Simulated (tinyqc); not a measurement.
# Square on-chip spiral inductor, lumped pi model, step by step

tinyqc, about 0.01 s, one thread, Intel Xeon 2.30GHz (shared host): `OMP_NUM_THREADS=1 python tinyqc.py 2302235 2302236 out.jsonl` Printed values are rounded.

Outer diameter do = di + 2 n wd + 2 (n - 1) sp, mean da = (do + di)/2, fill p = (do - di)/(do + di), length l = 4 n da. L = 2.34 mu0 n^2 da/(1 + 2.75 p), mu0 = 4 pi 1e-7 H/m. Rs = rho l/(wd delta (1 - exp(-th/delta))), delta = sqrt(rho/(pi f mu0)). Cs = n wd^2 eps0 eo/hu across the coil. At each end Cox = l wd eps0 eo/(2 ho) leads to the substrate branch Rsi = 2 rs he/(l wd) in parallel with Csi = l wd eps0 11.7/(2 he). With one end grounded Y = 1/(Rs + i w L) + i w Cs + 1/[1/(i w Cox) + 1/(1/Rsi + i w Csi)], w = 2 pi f; Q = -Im Y/Re Y. Eddy currents in neighbouring turns and in the substrate are left out.

Inputs (values chosen for the exercise); values of the order met in silicon radio-frequency processes:
- n = 2.5 (number of turns)
- wd = 20 um (line width)
- sp = 3 um (space between turns)
- di = 140 um (inner diameter)
- th = 0.9 um (metal thickness)
- rho = 3 uohm cm (metal resistivity)
- ho = 7.1 um (oxide below the coil)
- hu = 0.8 um (oxide between coil and underpass)
- eo = 3 (relative permittivity of the oxide)
- rs = 100 ohm cm (substrate resistivity)
- he = 80 um (effective spreading depth in the substrate)
- f = 6 GHz (frequency)

Constants: eps0 = 8.8541878128e-12 F/m. Results are converted to the units shown.

## Geometry and model elements

do, l, L, delta, Rs, Cs, Cox, Rsi and Csi as defined.

do = 249 um
l = 1945 um
L = 2.018893 nH
delta = 1.125395 um
Rs = 4.708831 ohm
Cs = 33.20320 fF
Cox = 72.76646 fF
Rsi = 4113.111 ohm
Csi = 25.18629 fF

Rs is 1.45 times the direct-current value in this empirical form, which overstates the skin effect of a flat slab when delta is near th and so stands in for some current crowding.

## Admittance, quality factor and apparent inductance

Series branch 1/(Rs + i w L), substrate branch, total Y, Q = -Im Y/Re Y, apparent inductance Im(1/Y)/w, metal-only value w L/Rs, share of the loss in the substrate Re(substrate branch)/Re Y.

series branch = 0.80978-13.08870i mS
substrate branch = 0.1335920+0.7141541i mS
Y = 0.94337-11.12281i mS
Q = 11.79053
apparent inductance = 2.367781 nH
w L/Rs = 16.16335
share of the loss in the substrate = 14.16117 %

Q is 72.9 % of the metal-only value.
